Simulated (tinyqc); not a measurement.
Worked calculation (part 1 of 2): RKS/B3LYP (VWN-RPA form) in the sto-6g basis, for BeH2, spin multiplicity 1. Computed by tinyqc, a small Python program that keeps every step (integrals from PySCF). Settings: charge = 0, multiplicity = 1, basis = sto-6g, energy threshold = 1e-09, iteration cap = 67, orthogonalisation = symmetric, start = core, DIIS depth = 3, DIIS from iteration = 2, method = RKS, functional = b3lyp, grid = [40, 26]. Command: `OMP_NUM_THREADS=1 python tinyqc.py 30244 30245 out.jsonl` (the two numbers bound the seeds that draw the settings). One thread of a shared host (Intel(R) Xeon(R) Processor @ 2.60GHz), about 1 s of CPU time with the checks. Later iterations appear only in the table of the cycle.

## One-electron integrals

Geometry (angstrom):
```
atom,x,y,z
Be,0.000000,0.000000,0.000000
H,0.000000,1.490000,0.144000
H,0.000000,-1.490000,0.144000
```

Basis sto-6g: exponents (1/bohr^2) and contraction coefficients of normalised primitives:
```
element,l (shell),exponent,coefficient
Be,s (1),312.870494,0.009164
Be,s (1),57.364463,0.049361
Be,s (1),16.048509,0.168538
Be,s (1),5.513096,0.370563
Be,s (1),2.140897,0.416492
Be,s (1),0.881739,0.130334
Be,s (2),13.633247,-0.013253
Be,s (2),2.698375,-0.046992
Be,s (2),0.838653,-0.033785
Be,s (2),0.322660,0.250242
Be,s (2),0.140131,0.595117
Be,s (2),0.064233,0.240706
Be,p (3),13.633247,0.003760
Be,p (3),2.698375,0.037679
Be,p (3),0.838653,0.173897
Be,p (3),0.322660,0.418036
Be,p (3),0.140131,0.425860
Be,p (3),0.064233,0.101708
H,s (1),35.523221,0.009164
H,s (1),6.513144,0.049361
H,s (1),1.822143,0.168538
H,s (1),0.625955,0.370563
H,s (1),0.243077,0.416492
H,s (1),0.100112,0.130334
```

Overlap, kinetic and nuclear-attraction integrals over the contracted functions; the nuclear repulsion is the sum of Za Zb / Rab.

nuclear repulsion = 3.00561973 hartree

overlap S, lower triangle:
```
,1Be 1s,1Be 2s,1Be 2px,1Be 2py,1Be 2pz,2H 1s,3H 1s
1Be 1s,1.000000
1Be 2s,0.254764,1.000000
1Be 2px,0.000000,0.000000,1.000000
1Be 2py,0.000000,0.000000,0.000000,1.000000
1Be 2pz,0.000000,0.000000,0.000000,0.000000,1.000000
2H 1s,0.050868,0.399114,0.000000,0.475186,0.045924,1.000000
3H 1s,0.050868,0.399114,0.000000,-0.475186,0.045924,0.022487,1.000000
```

kinetic energy T (hartree), lower triangle:
```
,1Be 1s,1Be 2s,1Be 2px,1Be 2py,1Be 2pz,2H 1s,3H 1s
1Be 1s,6.768753
1Be 2s,-0.207382,0.220121
1Be 2px,0.000000,0.000000,0.661265
1Be 2py,0.000000,0.000000,0.000000,0.661265
1Be 2pz,0.000000,0.000000,0.000000,0.000000,0.661265
2H 1s,-0.013226,0.047238,0.000000,0.144505,0.013966,0.768522
3H 1s,-0.013226,0.047238,0.000000,-0.144505,0.013966,-0.005841,0.768522
```

nuclear attraction V (hartree), lower triangle:
```
,1Be 1s,1Be 2s,1Be 2px,1Be 2py,1Be 2pz,2H 1s,3H 1s
1Be 1s,-15.421802
1Be 2s,-1.830852,-2.977584
1Be 2px,0.000000,0.000000,-2.911740
1Be 2py,0.000000,0.000000,0.000000,-3.107175
1Be 2pz,-0.002922,-0.025002,0.000000,0.000000,-2.913566
2H 1s,-0.397802,-1.111685,0.000000,-1.296791,-0.127683,-2.825434
3H 1s,-0.397802,-1.111685,0.000000,1.296791,-0.127683,-0.070395,-2.825434
```

core Hamiltonian H = T + V (hartree), lower triangle:
```
,1Be 1s,1Be 2s,1Be 2px,1Be 2py,1Be 2pz,2H 1s,3H 1s
1Be 1s,-8.653049
1Be 2s,-2.038234,-2.757463
1Be 2px,0.000000,0.000000,-2.250475
1Be 2py,0.000000,0.000000,0.000000,-2.445909
1Be 2pz,-0.002922,-0.025002,0.000000,0.000000,-2.252300
2H 1s,-0.411029,-1.064446,0.000000,-1.152286,-0.113718,-2.056911
3H 1s,-0.411029,-1.064446,0.000000,1.152286,-0.113718,-0.076236,-2.056911
```

## Two-electron integrals

Functions are numbered as in S; the eight-fold symmetry (ij|kl) = (ji|kl) = (kl|ij) leaves the list below.

Two-electron integrals (ij|kl) in chemists' order, unique and non-zero (hartree):
```
i,j,k,l,(ij|kl)
1,1,1,1,2.299996
2,1,1,1,0.361879
2,1,2,1,0.071926
2,2,1,1,0.570332
2,2,2,1,0.139654
2,2,2,2,0.417773
3,1,3,1,0.015252
3,2,3,1,0.022555
3,2,3,2,0.092340
3,3,1,1,0.570332
3,3,2,1,0.139654
3,3,2,2,0.417773
3,3,3,3,0.450117
4,1,4,1,0.015252
4,2,4,1,0.022555
4,2,4,2,0.092340
4,3,4,3,0.024258
4,4,1,1,0.570332
4,4,2,1,0.139654
4,4,2,2,0.417773
4,4,3,3,0.401601
4,4,4,4,0.450117
5,1,5,1,0.015252
5,2,5,1,0.022555
5,2,5,2,0.092340
5,3,5,3,0.024258
5,4,5,4,0.024258
5,5,1,1,0.570332
5,5,2,1,0.139654
5,5,2,2,0.417773
5,5,3,3,0.401601
5,5,4,4,0.401601
5,5,5,5,0.450117
6,1,1,1,0.074097
6,1,2,1,0.014309
6,1,2,2,0.027698
6,1,3,3,0.027469
6,1,4,1,0.001411
6,1,4,2,0.002746
6,1,4,4,0.028149
6,1,5,1,0.000136
6,1,5,2,0.000265
6,1,5,4,0.000066
6,1,5,5,0.027476
6,1,6,1,0.003011
6,2,1,1,0.184030
6,2,2,1,0.045813
6,2,2,2,0.149905
6,2,3,3,0.144184
6,2,4,1,0.006350
6,2,4,2,0.037871
6,2,4,4,0.161189
6,2,5,1,0.000614
6,2,5,2,0.003660
6,2,5,4,0.001643
6,2,5,5,0.144343
6,2,6,1,0.010096
6,2,6,2,0.081210
6,3,3,1,0.004336
6,3,3,2,0.019932
6,3,4,3,0.006505
6,3,5,3,0.000629
6,3,6,3,0.007281
6,4,1,1,0.199115
6,4,2,1,0.050181
6,4,2,2,0.171497
6,4,3,3,0.161427
6,4,4,1,0.010237
6,4,4,2,0.058871
6,4,4,4,0.191478
6,4,5,1,0.000570
6,4,5,2,0.003763
6,4,5,4,0.002276
6,4,5,5,0.161586
6,4,6,1,0.011587
6,4,6,2,0.105568
6,4,6,4,0.141489
6,5,1,1,0.019243
6,5,2,1,0.004850
6,5,2,2,0.016574
6,5,3,3,0.015601
6,5,4,1,0.000570
6,5,4,2,0.003763
6,5,4,4,0.017248
6,5,5,1,0.004391
6,5,5,2,0.020296
6,5,5,4,0.006665
6,5,5,5,0.016874
6,5,6,1,0.001120
6,5,6,2,0.010203
6,5,6,4,0.012970
6,5,6,5,0.008535
6,6,1,1,0.351788
6,6,2,1,0.089329
6,6,2,2,0.326735
6,6,3,3,0.303281
6,6,4,1,0.014314
6,6,4,2,0.110460
6,6,4,4,0.372993
6,6,5,1,0.001383
6,6,5,2,0.010675
6,6,5,4,0.006737
6,6,5,5,0.303933
6,6,6,1,0.020331
6,6,6,2,0.226608
6,6,6,4,0.312293
6,6,6,5,0.030181
6,6,6,6,0.774999
7,1,1,1,0.074097
7,1,2,1,0.014309
7,1,2,2,0.027698
7,1,3,3,0.027469
7,1,4,1,-0.001411
7,1,4,2,-0.002746
7,1,4,4,0.028149
7,1,5,1,0.000136
7,1,5,2,0.000265
7,1,5,4,-0.000066
7,1,5,5,0.027476
7,1,6,1,0.002727
7,1,6,2,0.008360
7,1,6,4,0.008814
7,1,6,5,0.000934
7,1,6,6,0.016106
7,1,7,1,0.003011
7,2,1,1,0.184030
7,2,2,1,0.045813
7,2,2,2,0.149905
7,2,3,3,0.144184
7,2,4,1,-0.006350
7,2,4,2,-0.037871
7,2,4,4,0.161189
7,2,5,1,0.000614
7,2,5,2,0.003660
7,2,5,4,-0.001643
7,2,5,5,0.144343
7,2,6,1,0.008360
7,2,6,2,0.041690
7,2,6,4,0.043581
7,2,6,5,0.005158
7,2,6,6,0.085550
7,2,7,1,0.010096
7,2,7,2,0.081210
7,3,3,1,0.004336
7,3,3,2,0.019932
7,3,4,3,-0.006505
7,3,5,3,0.000629
7,3,6,3,0.002926
7,3,7,3,0.007281
7,4,1,1,-0.199115
7,4,2,1,-0.050181
7,4,2,2,-0.171497
7,4,3,3,-0.161427
7,4,4,1,0.010237
7,4,4,2,0.058871
7,4,4,4,-0.191478
7,4,5,1,-0.000570
7,4,5,2,-0.003763
7,4,5,4,0.002276
7,4,5,5,-0.161586
7,4,6,1,-0.008814
7,4,6,2,-0.043581
7,4,6,4,-0.043949
7,4,6,5,-0.005315
7,4,6,6,-0.088359
7,4,7,1,-0.011587
7,4,7,2,-0.105568
7,4,7,4,0.141489
7,5,1,1,0.019243
7,5,2,1,0.004850
7,5,2,2,0.016574
7,5,3,3,0.015601
7,5,4,1,-0.000570
7,5,4,2,-0.003763
7,5,4,4,0.017248
7,5,5,1,0.004391
7,5,5,2,0.020296
7,5,5,4,-0.006665
7,5,5,5,0.016874
7,5,6,1,0.000934
7,5,6,2,0.005158
7,5,6,4,0.005315
7,5,6,5,0.003552
7,5,6,6,0.010803
7,5,7,1,0.001120
7,5,7,2,0.010203
7,5,7,4,-0.012970
7,5,7,5,0.008535
7,6,1,1,0.012753
7,6,2,1,0.003093
7,6,2,2,0.009297
7,6,3,3,0.009108
7,6,4,4,0.009651
7,6,5,1,0.000079
7,6,5,2,0.000390
7,6,5,5,0.009133
7,6,6,1,0.000619
7,6,6,2,0.003539
7,6,6,4,0.004158
7,6,6,5,0.000481
7,6,6,6,0.008241
7,6,7,1,0.000619
7,6,7,2,0.003539
7,6,7,4,-0.004158
7,6,7,5,0.000481
7,6,7,6,0.000214
7,7,1,1,0.351788
7,7,2,1,0.089329
7,7,2,2,0.326735
7,7,3,3,0.303281
7,7,4,1,-0.014314
7,7,4,2,-0.110460
7,7,4,4,0.372993
7,7,5,1,0.001383
7,7,5,2,0.010675
7,7,5,4,-0.006737
7,7,5,5,0.303933
7,7,6,1,0.016106
7,7,6,2,0.085550
7,7,6,4,0.088359
7,7,6,5,0.010803
7,7,6,6,0.177560
7,7,7,1,0.020331
7,7,7,2,0.226608
7,7,7,4,-0.312293
7,7,7,5,0.030181
7,7,7,6,0.008241
7,7,7,7,0.774999
```

## Orthogonalisation

S = U s U^T; symmetric (Loewdin) form X = U s^(-1/2) U^T, so that X^T S X = 1.

eigenvalues of S: 0.316648  0.411631  0.938862  1.000000  1.011523  1.660470  1.660865

X, lower triangle:
```
,1Be 1s,1Be 2s,1Be 2px,1Be 2py,1Be 2pz,2H 1s,3H 1s
1Be 1s,1.027295
1Be 2s,-0.147906,1.187344
1Be 2px,0.000000,0.000000,1.000000
1Be 2py,0.000000,0.000000,0.000000,1.268150
1Be 2pz,-0.001687,0.018201,0.000000,0.000000,1.002048
2H 1s,0.018744,-0.253726,0.000000,-0.353911,-0.028657,1.214613
3H 1s,0.018744,-0.253726,0.000000,0.353911,-0.028657,-0.070286,1.214613
```

## Starting guess

The start is the orbitals of the core Hamiltonian; D = 2 C_occ C_occ^T.

D at the start, lower triangle:
```
,1Be 1s,1Be 2s,1Be 2px,1Be 2py,1Be 2pz,2H 1s,3H 1s
1Be 1s,2.134112
1Be 2s,-0.511637,1.885506
1Be 2px,0.000000,0.000000,0.000000
1Be 2py,0.000000,0.000000,0.000000,2.096605
1Be 2pz,-0.058112,0.244922,0.000000,0.000000,0.031850
2H 1s,-0.011946,0.120607,0.000000,-0.052159,0.015753,0.009229
3H 1s,-0.011946,0.120607,0.000000,0.052159,0.015753,0.006633,0.009229
```

## Iteration 1: exchange-correlation on the grid

Becke grid with 40 radial and 26 angular points per atom, points of zero weight dropped. rho = sum D_ij phi_i phi_j; V_xc,ij = sum w v_xc phi_i phi_j plus the gradient terms; v_xc is d(rho eps)/d rho at fixed gradient. Exact exchange is left to K.

The 16 grid points with the largest w rho, of 3110 (bohr, atomic units):
```
x,y,z,w,rho,|grad rho|^2,eps_xc,v_xc
0.000000,-1.512615,0.000000,0.263378,0.123305,0.013320,-0.342112,-0.435593
0.000000,1.512615,0.000000,0.263378,0.123305,0.013320,-0.342112,-0.435593
0.000000,-1.293415,0.000000,0.197264,0.148025,0.012045,-0.359741,-0.463324
0.000000,1.293415,0.000000,0.197264,0.148025,0.012045,-0.359741,-0.463324
0.000000,-1.756824,0.000000,0.268385,0.095890,0.011465,-0.319270,-0.400490
0.000000,1.756824,0.000000,0.268385,0.095890,0.011465,-0.319270,-0.400490
0.000000,1.242262,1.242262,0.349832,0.066604,0.007000,-0.288497,-0.355407
0.000000,-1.242262,1.242262,0.349832,0.066604,0.007000,-0.288497,-0.355407
0.000000,1.097497,0.000000,0.131658,0.169405,0.013737,-0.374479,-0.483855
0.000000,-1.097497,0.000000,0.131658,0.169405,0.013737,-0.374479,-0.483855
0.000000,1.433965,1.433965,0.458236,0.048033,0.004346,-0.264048,-0.319448
0.000000,-1.433965,1.433965,0.458236,0.048033,0.004346,-0.264048,-0.319448
-1.242262,-1.242262,0.000000,0.362589,0.058629,0.006187,-0.279185,-0.340582
1.242262,1.242262,0.000000,0.362589,0.058629,0.006187,-0.279185,-0.340582
-1.242262,1.242262,0.000000,0.362589,0.058629,0.006187,-0.279185,-0.340582
1.242262,-1.242262,0.000000,0.362589,0.058629,0.006187,-0.279185,-0.340582
```

electrons on the grid, sum of w rho = 6.025614

E_xc = sum of w rho eps_xc = -2.93388328 hartree

V_xc (hartree), lower triangle:
```
,1Be 1s,1Be 2s,1Be 2px,1Be 2py,1Be 2pz,2H 1s,3H 1s
1Be 1s,-1.225939
1Be 2s,-0.164686,-0.293131
1Be 2px,0.000000,0.000000,-0.271884
1Be 2py,0.000000,0.000000,0.000000,-0.335467
1Be 2pz,-0.001888,-0.013427,0.000000,0.000000,-0.271964
2H 1s,-0.035544,-0.111119,0.000000,-0.130357,-0.014362,-0.242065
3H 1s,-0.035544,-0.111119,0.000000,0.130357,-0.014362,-0.007059,-0.242065
```

## Iteration 1: building the Kohn-Sham matrix

J_ij = sum D_kl (ij|kl), K_ij = sum D_kl (ik|jl); F = H + J - 0.1 K + V_xc; E = tr D H + tr D J / 2 - 0.05 tr D K + E_xc + E_nn.

Coulomb J (hartree), lower triangle:
```
,1Be 1s,1Be 2s,1Be 2px,1Be 2py,1Be 2pz,2H 1s,3H 1s
1Be 1s,6.879010
1Be 2s,1.272199,2.793585
1Be 2px,0.000000,0.000000,2.758020
1Be 2py,0.000000,0.000000,0.000000,2.863037
1Be 2pz,0.009750,0.045060,0.000000,0.000000,2.759701
2H 1s,0.258318,0.989833,0.000000,1.125794,0.116001,2.114998
3H 1s,0.258318,0.989833,0.000000,-1.125794,0.116001,0.063283,2.114998
```

exchange K (hartree), lower triangle:
```
,1Be 1s,1Be 2s,1Be 2px,1Be 2py,1Be 2pz,2H 1s,3H 1s
1Be 1s,4.709396
1Be 2s,0.767382,1.059360
1Be 2px,0.000000,0.000000,0.243472
1Be 2py,0.000000,0.000000,0.000000,1.118199
1Be 2pz,0.007440,0.125142,0.000000,0.000000,0.258230
2H 1s,0.173267,0.452470,0.000000,0.467198,0.058397,0.482102
3H 1s,0.173267,0.452470,0.000000,-0.467198,0.058397,0.017819,0.482102
```

Kohn-Sham matrix F (hartree), lower triangle:
```
,1Be 1s,1Be 2s,1Be 2px,1Be 2py,1Be 2pz,2H 1s,3H 1s
1Be 1s,-3.470918
1Be 2s,-1.007459,-0.362944
1Be 2px,0.000000,0.000000,0.211314
1Be 2py,0.000000,0.000000,0.000000,-0.030159
1Be 2pz,0.004195,-0.005883,0.000000,0.000000,0.209613
2H 1s,-0.205582,-0.230980,0.000000,-0.203569,-0.017919,-0.232189
3H 1s,-0.205582,-0.230980,0.000000,0.203569,-0.017919,-0.021793,-0.232189
```

total energy of this density = -15.19225525 hartree

## Iteration 1: diagonalisation and new density

Diagonalise F' = X^T F X, C = X C', fill 3 alpha and 3 beta electrons from the bottom; D = 2 C_occ C_occ^T. Each column has its largest component positive (the first on a tie).

F' = X^T F X (hartree), lower triangle:
```
,1,2,3,4,5,6,7
1,-3.378237
2,-0.576588,-0.018851
3,0.000000,0.000000,0.211314
4,0.000000,0.000000,0.000000,0.264250
5,0.002340,0.013590,0.000000,0.000000,0.212259
6,-0.021128,-0.174843,0.000000,-0.273488,-0.023230,-0.047042
7,-0.021128,-0.174843,0.000000,0.273488,-0.023230,-0.062415,-0.047042
```

orbital energies (hartree): MO1 -3.475918, MO2 -0.272399, MO3 -0.266485, MO4 0.194546, MO5 0.211314, MO6 0.259484, MO7 0.546107

coefficients C:
```
,MO1,MO2,MO3,MO4,MO5,MO6,MO7
1Be 1s,0.988838,-0.173199,0.000000,0.146883,0.000000,-0.220328,0.000000
1Be 2s,0.043673,0.376146,0.000000,-0.633624,0.000000,1.007906,0.000000
1Be 2px,0.000000,0.000000,0.000000,0.000000,1.000000,0.000000,0.000000
1Be 2py,0.000000,0.000000,0.342384,0.000000,0.000000,0.000000,1.319653
1Be 2pz,-0.000544,0.017877,0.000000,0.826922,0.000000,0.567412,0.000000
2H 1s,-0.006658,0.524728,0.525835,0.312864,0.000000,-0.589088,-0.821117
3H 1s,-0.006658,0.524728,-0.525835,0.312864,0.000000,-0.589088,0.821117
```

D after iteration 1, lower triangle:
```
,1Be 1s,1Be 2s,1Be 2px,1Be 2py,1Be 2pz,2H 1s,3H 1s
1Be 1s,2.015597
1Be 2s,-0.043925,0.286786
1Be 2px,0.000000,0.000000,0.000000
1Be 2py,0.000000,0.000000,0.000000,0.234453
1Be 2pz,-0.007268,0.013401,0.000000,0.000000,0.000640
2H 1s,-0.194933,0.394167,0.000000,0.360074,0.018768,1.103771
3H 1s,-0.194933,0.394167,0.000000,-0.360074,0.018768,-0.002237,1.103771
```

## Iteration 2: exchange-correlation on the grid

As before.

The 16 grid points with the largest w rho, of 3110 (bohr, atomic units):
```
x,y,z,w,rho,|grad rho|^2,eps_xc,v_xc
0.000000,1.756824,0.000000,0.268385,0.099414,0.016825,-0.325111,-0.403321
0.000000,-1.756824,0.000000,0.268385,0.099414,0.016825,-0.325111,-0.403321
0.000000,-2.027932,0.000000,0.151076,0.143982,0.053695,-0.366779,-0.450962
0.000000,2.027932,0.000000,0.151076,0.143982,0.053695,-0.366779,-0.450962
0.000000,1.512615,0.000000,0.263378,0.076105,0.005735,-0.296646,-0.373259
0.000000,-1.512615,0.000000,0.263378,0.076105,0.005735,-0.296646,-0.373259
0.000000,-0.326824,0.000000,0.005126,2.873751,446.112259,-0.995816,-1.119011
0.000000,0.326824,0.000000,0.005126,2.873751,446.112259,-0.995816,-1.119011
0.000000,0.000000,-0.326824,0.005126,2.868035,448.260322,-0.995926,-1.118042
0.326824,0.000000,0.000000,0.005126,2.865105,447.848319,-0.995733,-1.117636
-0.326824,0.000000,0.000000,0.005126,2.865105,447.848319,-0.995733,-1.117636
0.000000,0.000000,0.326824,0.005126,2.862215,447.424676,-0.995540,-1.117235
0.000000,0.413982,0.000000,0.009673,1.514875,122.475702,-0.838759,-0.909511
0.000000,-0.413982,0.000000,0.009673,1.514875,122.475702,-0.838759,-0.909511
0.000000,0.000000,-0.413982,0.009673,1.504546,123.684363,-0.839020,-0.907292
-0.413982,0.000000,0.000000,0.009673,1.502505,123.456811,-0.838788,-0.906893
```

electrons on the grid, sum of w rho = 5.995557

E_xc = sum of w rho eps_xc = -2.99256769 hartree

V_xc (hartree), lower triangle:
```
,1Be 1s,1Be 2s,1Be 2px,1Be 2py,1Be 2pz,2H 1s,3H 1s
1Be 1s,-1.204654
1Be 2s,-0.153588,-0.239539
1Be 2px,0.000000,0.000000,-0.209869
1Be 2py,0.000000,0.000000,0.000000,-0.298221
1Be 2pz,-0.000402,-0.007695,0.000000,0.000000,-0.210449
2H 1s,-0.033125,-0.120309,0.000000,-0.156905,-0.015930,-0.396192
3H 1s,-0.033125,-0.120309,0.000000,0.156905,-0.015930,-0.006567,-0.396192
```

## Iteration 2: building the Kohn-Sham matrix

As before.

Coulomb J (hartree), lower triangle:
```
,1Be 1s,1Be 2s,1Be 2px,1Be 2py,1Be 2pz,2H 1s,3H 1s
1Be 1s,6.198853
1Be 2s,1.126865,2.539562
1Be 2px,0.000000,0.000000,2.460568
1Be 2py,0.000000,0.000000,0.000000,2.695519
1Be 2pz,0.005449,0.038219,0.000000,0.000000,2.462606
2H 1s,0.229955,0.990080,0.000000,1.177261,0.117815,2.456144
3H 1s,0.229955,0.990080,0.000000,-1.177261,0.117815,0.059690,2.456144
```

exchange K (hartree), lower triangle:
```
,1Be 1s,1Be 2s,1Be 2px,1Be 2py,1Be 2pz,2H 1s,3H 1s
1Be 1s,4.601748
1Be 2s,0.756005,0.708764
1Be 2px,0.000000,0.000000,0.114468
1Be 2py,0.000000,0.000000,0.000000,0.834122
1Be 2pz,-0.001483,0.052051,0.000000,0.000000,0.119484
2H 1s,0.156941,0.558355,0.000000,0.661082,0.058639,1.313847
3H 1s,0.156941,0.558355,0.000000,-0.661082,0.058639,0.027833,1.313847
```

Kohn-Sham matrix F (hartree), lower triangle:
```
,1Be 1s,1Be 2s,1Be 2px,1Be 2py,1Be 2pz,2H 1s,3H 1s
1Be 1s,-4.119025
1Be 2s,-1.140558,-0.528316
1Be 2px,0.000000,0.000000,-0.011223
1Be 2py,0.000000,0.000000,0.000000,-0.132024
1Be 2pz,0.002272,0.000317,0.000000,0.000000,-0.012091
2H 1s,-0.229893,-0.250511,0.000000,-0.198037,-0.017696,-0.128345
3H 1s,-0.229893,-0.250511,0.000000,0.198037,-0.017696,-0.025897,-0.128345
```

total energy of this density = -15.75972840 hartree

## Iteration 2: diagonalisation and new density

As before.

F' = X^T F X (hartree), lower triangle:
```
,1,2,3,4,5,6,7
1,-4.026954
2,-0.604864,-0.186491
3,0.000000,0.000000,-0.011223
4,0.000000,0.000000,0.000000,0.117541
5,0.000018,0.016720,0.000000,0.000000,-0.009996
6,-0.027644,-0.184973,0.000000,-0.266459,-0.021431,0.090167
7,-0.027644,-0.184973,0.000000,0.266459,-0.021431,-0.067844,0.090167
```

orbital energies (hartree): MO1 -4.121456, MO2 -0.294241, MO3 -0.239597, MO4 -0.014714, MO5 -0.011223, MO6 0.229293, MO7 0.515149

coefficients C:
```
,MO1,MO2,MO3,MO4,MO5,MO6,MO7
1Be 1s,0.992845,-0.232589,0.000000,0.031154,0.000000,-0.192636,0.000000
1Be 2s,0.028872,0.711704,0.000000,-0.141435,0.000000,1.016556,0.000000
1Be 2px,0.000000,0.000000,0.000000,0.000000,1.000000,0.000000,0.000000
1Be 2py,0.000000,0.000000,0.576153,0.000000,0.000000,0.000000,1.235621
1Be 2pz,-0.000137,0.010127,0.000000,0.985989,0.000000,0.183846,0.000000
2H 1s,-0.004960,0.305305,0.368113,0.076722,0.000000,-0.788143,-0.902900
3H 1s,-0.004960,0.305305,-0.368113,0.076722,0.000000,-0.788143,0.902900
```

D after iteration 2, lower triangle:
```
,1Be 1s,1Be 2s,1Be 2px,1Be 2py,1Be 2pz,2H 1s,3H 1s
1Be 1s,2.079676
1Be 2s,-0.273737,1.014711
1Be 2px,0.000000,0.000000,0.000000
1Be 2py,0.000000,0.000000,0.000000,0.663905
1Be 2pz,-0.004983,0.014407,0.000000,0.000000,0.000205
2H 1s,-0.151870,0.434287,0.000000,0.424179,0.006185,0.457486
3H 1s,-0.151870,0.434287,0.000000,-0.424179,0.006185,-0.084542,0.457486
```

## Iteration 7 (converged): orbitals

converged F (hartree), lower triangle:
```
,1Be 1s,1Be 2s,1Be 2px,1Be 2py,1Be 2pz,2H 1s,3H 1s
1Be 1s,-3.950382
1Be 2s,-1.105961,-0.496443
1Be 2px,0.000000,0.000000,0.041462
1Be 2py,0.000000,0.000000,0.000000,-0.114333
1Be 2pz,0.001562,-0.004267,0.000000,0.000000,0.040362
2H 1s,-0.223507,-0.254048,0.000000,-0.210006,-0.018780,-0.186383
3H 1s,-0.223507,-0.254048,0.000000,0.210006,-0.018780,-0.024032,-0.186383
```

As before.

F' = X^T F X (hartree), lower triangle:
```
,1,2,3,4,5,6,7
1,-3.858304
2,-0.596378,-0.152187
3,0.000000,0.000000,0.041462
4,0.000000,0.000000,0.000000,0.152472
5,-0.000234,0.012962,0.000000,0.000000,0.042557
6,-0.025369,-0.182960,0.000000,-0.269659,-0.021455,0.021199
7,-0.025369,-0.182960,0.000000,0.269659,-0.021455,-0.064117,0.021199
```

orbital energies (hartree): MO1 -3.953374, MO2 -0.300582, MO3 -0.263937, MO4 0.037168, MO5 0.041462, MO6 0.205936, MO7 0.501725

coefficients C:
```
,MO1,MO2,MO3,MO4,MO5,MO6,MO7
1Be 1s,0.991884,-0.214911,0.000000,0.046554,0.000000,-0.213843,0.000000
1Be 2s,0.032504,0.608083,0.000000,-0.205181,0.000000,1.071366,0.000000
1Be 2px,0.000000,0.000000,0.000000,0.000000,1.000000,0.000000,0.000000
1Be 2py,0.000000,0.000000,0.487384,0.000000,0.000000,0.000000,1.273251
1Be 2pz,0.000090,0.019703,0.000000,0.976836,0.000000,0.226892,0.000000
2H 1s,-0.005432,0.380522,0.431005,0.099284,0.000000,-0.752069,-0.874625
3H 1s,-0.005432,0.380522,-0.431005,0.099284,0.000000,-0.752069,0.874625
```

D after iteration 7, lower triangle:
```
,1Be 1s,1Be 2s,1Be 2px,1Be 2py,1Be 2pz,2H 1s,3H 1s
1Be 1s,2.060042
1Be 2s,-0.196887,0.741644
1Be 2px,0.000000,0.000000,0.000000
1Be 2py,0.000000,0.000000,0.000000,0.475086
1Be 2pz,-0.008291,0.023968,0.000000,0.000000,0.000776
2H 1s,-0.174334,0.462425,0.000000,0.420130,0.014994,0.661185
3H 1s,-0.174334,0.462425,0.000000,-0.420130,0.014994,-0.081878,0.661185
```
